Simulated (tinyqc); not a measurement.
From transition pressure back to B0 of phase 1: pressure-driven transition between two phases with analytic equations of state. Computed by tinyqc, a small Python program. Command: `OMP_NUM_THREADS=1 python tinyqc.py 3002780 3002781 out.jsonl transition inv`. One thread of a shared host (Intel(R) Xeon(R) Processor @ 2.30GHz), about 0.01 s of CPU time with the checks.

Each phase obeys E = E0 + (B0 V/B') [(V0/V)^B'/(B' - 1) + 1] - B0 V0/(B' - 1), P = (B0/B') [(V0/V)^B' - 1]; E0 = 0 for phase 1 and Delta E0 for phase 2. H = E + P V.

Inputs (values chosen for the exercise, for two model phases):
```
quantity                                   value             unit
volume V0 of phase 1                          23  angstrom^3/atom
B' of phase 1                               5.03                -
volume V0 of phase 2                          20  angstrom^3/atom
B0 of phase 2                                122              GPa
B' of phase 2                               4.61                -
energy of phase 2 above phase 1, Delta E0   0.18          eV/atom
```

Equation of state: Murnaghan.

Constants: 1 eV/angstrom^3 = 160.2176634 GPa.

Method. Start from P = Delta E0/(V0 of phase 1 - V0 of phase 2); at each P solve P(V) = P for both phases and step P(new) = P - (H_2 - H_1)/(V_2 - V_1); stop when |H_2 - H_1| < 1e-10 eV. At the zero-temperature transition the volume change is V_2/V_1 - 1 and the work is P (V_1 - V_2).

Task: A run gave the result below. Find the B0 of phase 1, known to lie between 88 and 170 GPa.

transition pressure = 10.26097 GPa

Result:

Each step takes the trial c = (a f_b - b f_a)/(f_b - f_a), f being the result less the target and a, b, c the logarithms of the listed values; c replaces end b, the old b replaces a if the sign of f changed, and otherwise f_a is halved.

Scan of the range:
```
B0 of phase 1 (GPa)  transition pressure (GPa)
88.0                                   11.0494
98.2                                   10.6002
110.0                                  10.2252
122.0                                   9.9430
136.0                                   9.6944
152.0                                   9.4799
170.0                                   9.2968
```

False position (Illinois rule, in the logarithm of the input) inside the bracket:
```
step    end a    end b    trial  transition pressure (GPa)
1      98.200  110.000  108.816                    10.2577
2      98.200  108.816  108.607                    10.2636
3     108.816  108.607  108.700                    10.2610
4     108.607  108.700  108.700                    10.2610
```

Transition pressure falls at every point of a 13-point scan of the range (every second point is shown), so one value fits; it is bracketed by 98.2 and 110. Answer: B0 of phase 1 = 108.7 GPa.
